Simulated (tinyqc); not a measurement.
Vacuum evaporation: vapour pressure, source flux, thickness distribution, purity and step coverage: one step, computed by the program tinyqc.

Molecular flow, unit sticking of the metal, no re-evaporation. The background gas is taken as water vapour (18.015 g/mol, collision diameter 0.37 nm) at 300 K.

Question. Rate and uniformity on a fixed wafer above the source. A small source emits (n + 1) Phi area cos^n(phi)/(2 pi) per solid angle; on a parallel plane at height h and lateral distance l the arrival rate is (n + 1) Phi area/(2 pi h^2) x (1 + (l/h)^2)^(-(n + 3)/2). Growth rate = arrival rate x m/rho, m = M u. The wafer is fixed and centred above the source.

Inputs (values chosen for the exercise, modelled on nickel, with constants for the liquid):
```
quantity                    value    unit
molar mass M                58.69   g/mol
film density rho              8.9  g/cm^3
source temperature T         1910       K
source area                  0.31    cm^2
directionality n                1       -
source-to-wafer distance h     61      cm
wafer radius R                 15      cm
```

flux Phi = 4.587748e+18 1/(cm^2 s)

Constants: u = 1.6605390666e-27 kg.

Give: arrival rate at the centre; growth rate at the centre; edge over centre; non-uniformity (max - min)/(max + min); share of the material that lands on the wafer, 1 - (1 + (R/h)^2)^(-(n + 1)/2).

Answer.

arrival rate at the centre = 1.217e+14 1/(cm^2 s)

growth rate at the centre = 0.01332 nm/s

edge over centre = 0.8892

non-uniformity (max - min)/(max + min) = 5.864 %

share of the material that lands on the wafer, 1 - (1 + (R/h)^2)^(-(n + 1)/2) = 5.702 %
